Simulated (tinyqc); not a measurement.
Inside a calculation. Model: read current of a NAND string, cells in series solved by shooting.

tinyqc, about 0.7 s, one thread, Intel Xeon 2.30GHz (shared host): `OMP_NUM_THREADS=1 python tinyqc.py 2142128 2142129 out.jsonl` Printed values are rounded.

Cells in series, numbered from 0 at the source line (0 V) to the bit line, each followed by a gap resistance Rg. A cell with gate Vg, threshold VT, source Vs and drain Vd passes I = 2 nf K Vt^2 [F(Vs) - F(Vd)]/(1 + th max(Vg - VT, 0)), F(V) = ln^2(1 + exp((Vg - VT - nf V)/(2 nf Vt))). The selected cell has Vg = Vr, the others Vg = Vp.

Values chosen for this exercise; values of the order met in vertical NAND strings:
- T = 300 K (temperature)
- K = 20 uA/V^2 (gain factor of a cell)
- nf = 2.2 (slope factor)
- th = 0.18 1/V (mobility reduction factor)
- Rg = 2.4 kohm (resistance of the gap between cells)
- Vbl = 0.5 V (bit-line voltage)
- Vp = 6.1 V (pass voltage)
- Vr = 2.82 V (read voltage on the selected word line)

Constants: q = 1.602176634e-19 C, kB = 1.380649e-23 J/K, Vt = kB T/q. Results are converted to the units shown.

## Step 1: node voltages for a trial current

first trial current = 1.2 uA

| cell | thresholds from the source end (V) |
|---|---|
| 0 | 4 |
| 1 | -0.8 |
| 2 | 4 |
| 3 | 1.6 |
| 4 | -0.8 |
| 5 | -0.8 |

For a trial current I start at 0 V and, cell by cell (the selected one is cell 3), solve for the drain: sqrt(F(Vd)) = sqrt(F(Vs) - I/k), k = 2 nf K Vt^2/(1 + th max(Vg - VT, 0)), Vd = [Vg - VT - 2 nf Vt ln(exp(sqrt F) - 1)]/nf, then add I Rg.

| cell | node voltage after each cell and gap, trial 1 (V) |
|---|---|
| 0 | 0.0430987 |
| 1 | 0.0658096 |
| 2 | 0.112033 |
| 3 | 0.197889 |
| 4 | 0.221652 |
| 5 | 0.245586 |

## Step 2: node voltages for a trial current

second trial current = 1.7 uA

As before.

| cell | node voltage after each cell and gap, trial 2 (V) |
|---|---|
| 0 | 0.0615886 |
| 1 | 0.0939709 |
| 2 | 0.162317 |
| 3 | 0.314912 |
| 4 | 0.349862 |
| 5 | 0.385204 |

## Course of the secant iteration

Secant steps on the end voltage less Vbl, from the two trials; a trial above the saturation current of a cell has no solution and is moved halfway to the previous trial. Stop below 1e-9 V.

Course of the iteration:

| iteration | I (uA) | end voltage - Vbl (V) | halvings |
|---|---|---|---|
| 1 | 2.11111 | 0.100 | 0 |
| 2 | 1.91970 | -0.0308 | 0 |
| 3 | 1.96477 | -9.15e-3 | 0 |
| 4 | 1.98382 | 8.28e-4 | 0 |
| 5 | 1.98224 | -2.26e-5 | 0 |
| 6 | 1.98228 | -5.64e-8 | 0 |
| 7 | 1.98228 | 3.83e-12 | 0 |

Converged in 7 iterations to I = 1.9823 uA. The selected cell takes 43.7 % of the bit-line voltage and the gaps together 5.71 %.
